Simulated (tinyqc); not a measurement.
Isochronal anneals: hydrogen passivation of interface dangling bonds: competing passivation and dissociation with distributed barriers. Computed by tinyqc, a small Python program. Command: `OMP_NUM_THREADS=1 python tinyqc.py 3004160 3004161 out.jsonl passiv walk`. One thread of a shared host (Intel(R) Xeon(R) Processor @ 2.30GHz), about 0.02 s of CPU time with the checks.

P_b + H2 gives P_bH + H at the rate k_f [H2]; P_bH gives P_b + H at the rate k_d. All defects start unpassivated. E_f and E_d are Gaussian and independent.

Inputs (values chosen for the exercise, close to those used for P_b centres at the silicon-oxide interface):
```
quantity                                      value          unit
passivation prefactor k_f0                  1.1e-07        cm^3/s
mean passivation barrier E_f                    1.7            eV
spread sigma_f                                 0.12            eV
dissociation prefactor k_d0                 8.8e+12           1/s
mean dissociation barrier E_d                  2.85            eV
spread sigma_d                                0.074            eV
H2 in the oxide per atm, solubility factor  8.6e+17  1/(cm^3 atm)
hydrogen pressure p                              10           atm
anneal time t                                   190             s
```

Constants: k_B = 8.617333262e-05 eV/K.

Method:
- [H2] = solubility factor x p; a = k_f0 [H2] exp(-E_f/(k_B T)), d = k_d0 exp(-E_d/(k_B T)). For one pair of barriers the active share is y = [d + a exp(-(a + d) t)]/(a + d).
- Temperatures in kelvin are T(C) + 273.15.
- Average y over both Gaussians with 40 x 40 Gauss-Hermite points.
- Minimise the averaged y over T between 150 and 900 C: find where ln y is equal at T - 0.05 and T + 0.05 C; T is rounded to 0.1 C.

best temperature = 544.9 C

Active share after the time t:
```
T (C)     a (1/s)     d (1/s)  single barriers  distributed
200    7.3836e-07  3.8688e-18       9.9986e-01   9.9386e-01
250    3.9710e-05  3.0828e-15       9.9248e-01   9.2628e-01
300    1.0656e-03  7.6574e-13       8.1672e-01   6.5163e-01
350    1.6865e-02  7.8500e-11       4.0582e-02   2.5108e-01
400    1.7711e-01  4.0452e-09       2.2840e-08   4.1628e-02
450    1.3435e+00  1.2085e-07       8.9952e-08   2.6202e-03
500    7.8423e+00  2.3268e-06       2.9670e-07   6.1788e-05
600    1.4574e+02  3.1219e-04       2.1421e-06   1.2390e-05
700    1.4855e+03  1.5304e-02       1.0302e-05   4.2302e-05
800    9.8236e+03  3.6323e-01       3.6974e-05   1.1805e-04
```

The distributed share is least at 600 C among these rows, 1.2e-5, and the search puts the optimum at 544.9 C. On the cold side defects with high E_f survive; on the hot side dissociation, with the larger barrier, gains on passivation with an energy E_d - E_f = 1.15 eV. In that row single barriers give 2.1e-6, so the spread raises the floor. Caution: atomic hydrogen, which both passivates and depassivates, and further passivation during cooling are left out. Caution: shares below about 1e-3 in these rows are formal; measured passivation levels off well above them.

Extremes, crossings and ranges named in words are read from the listed rows.
